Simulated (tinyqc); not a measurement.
Doping level: carrier statistics of a doped semiconductor with parabolic bands.

Eg(T) = Eg0 - al T^2/(T + be); m_de = Mv^(2/3) (ml mt^2)^(1/3); m_dh = (mhh^(3/2) + mlh^(3/2))^(2/3); Nc and Nv from N = 2 (m kB T/(4 pi c))^(3/2) with c = hbar^2/2m0, in 1/angstrom^3; times 1e24 for 1/cm^3.

Energies are counted from Ev, so Ec = Eg. n = Nc F_1/2((EF - Eg)/kT), p = Nv F_1/2(-EF/kT), ND+ = ND/(1 + 2 exp((EF - Eg + ED)/kT)), NA- = NA/(1 + 4 exp((EA - EF)/kT)); neutrality asks p + ND+ = n + NA-. F_j(eta) = (1/Gamma(j + 1)) integral_0^infinity x^j dx/(1 + exp(x - eta)), which tends to exp(eta) for eta << 0.

Constants: hbar^2/2m0 = 3.80998211 eV angstrom^2; kB = 8.617333262e-05 eV/K.

Inputs chosen for the exercise (near those of InAs; not measured data):

| symbol | value | unit | meaning |
|---|---|---|---|
| Eg0 | 0.4176 | eV | gap at 0 K |
| al | 0.000275 | eV/K | Varshni alpha |
| be | 89 | K | Varshni beta |
| ml | 0.0255 | m0 | longitudinal electron mass |
| mt | 0.0255 | m0 | transverse electron mass |
| Mv | 1 |  | equivalent valleys |
| mhh | 0.41 | m0 | heavy-hole mass |
| mlh | 0.025 | m0 | light-hole mass |
| ED | 0.00211 | eV | donor level below Ec |
| EA | 0.0152 | eV | acceptor level above Ev |
| T | 350 | K |  |

Only donors are present (NA = 0); eta is the distance of EF beyond the conduction edge in units of kT.

Neutral state:

| ND (1/cm^3) | EF (eV) | majority (1/cm^3) | ionised share | eta |
|---|---|---|---|---|
| 1.0e+14 | 0.2340 | 3.69e+15 | 0.942 | -3.54 |
| 1.0e+15 | 0.2375 | 4.14e+15 | 0.935 | -3.43 |
| 1.0e+16 | 0.2642 | 9.88e+15 | 0.855 | -2.54 |
| 1.0e+17 | 0.3171 | 5.09e+16 | 0.507 | -0.79 |
| 1.0e+18 | 0.3645 | 1.76e+17 | 0.176 | 0.78 |
| 3.0e+18 | 0.3866 | 2.79e+17 | 0.093 | 1.52 |
| 1.0e+19 | 0.4114 | 4.30e+17 | 0.043 | 2.34 |
| 3.0e+19 | 0.4349 | 6.06e+17 | 0.020 | 3.12 |

What does the comparison show?

The impurity level lies at 0.3388 eV. The ionised share falls from 0.942 to 0.020 as EF passes through it between 1e+17 and 1e+18 1/cm^3 (share 1/3 there); it is below one half from 1e+18 1/cm^3 on. Over the last two rows the doping grows threefold and the majority density by a factor 1.41. EF comes within 3 kT of the majority band edge from 1e+16 1/cm^3 on. Above roughly 9e+14 1/cm^3 (N^(1/3) a = 0.26, with the radius a = sqrt(c/(m E)) from the ionisation energy E and the mass (ml mt^2)^(1/3)) the levels merge with the band and real ionisation is complete; sharp levels then overstate freeze-out.

(tinyqc, `OMP_NUM_THREADS=1 python tinyqc.py 1681107 1681108 out.jsonl`, Intel(R) Xeon(R) Processor @ 2.30GHz, 1 thread, shared host, about 0.01 s.)
